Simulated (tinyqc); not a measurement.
# Series resistance and length offset from two lengths at two overdrives

Problem. In strong inversion R W = Rsd + k(x)(L - dL), k(x) = (1 + th1 x)/(mu0 Cox x), x the overdrive, Cox = eps0 eox/tox, with Rsd and dL independent of x. Find dL, Rsd, mu0 and th1.

Parameters, values chosen for the exercise: relative permittivity of the gate insulator (close to silicon dioxide) eox = 3.9; insulator thickness tox = 1 nm.

Constants: eps0 = 8.8541878128e-14 F/cm where lengths are in cm. Results are converted to the units shown.

total resistance times width (ohm um):

|  | L = 0.067 um | L = 0.6 um |
|---|---|---|
| overdrive 0.43 V | 402.536964 | 1712.40251 |
| overdrive 1.23 V | 323.144167 | 903.417291 |

Answer. At each overdrive R W is a straight line in L; the two lines cross at L = dL, R W = Rsd. Their slopes give k x = (1 + th1 x)/(mu0 Cox), a straight line in x.

dL = 0.009000 um
Rsd = 260.0 ohm um
mu0 = 320.0 cm^2/(V s)
th1 = 0.3900 1/V

tinyqc, about 0.01 s, one thread, Intel Xeon 2.30GHz (shared host): `OMP_NUM_THREADS=1 python tinyqc.py 2210031 2210032 out.jsonl`
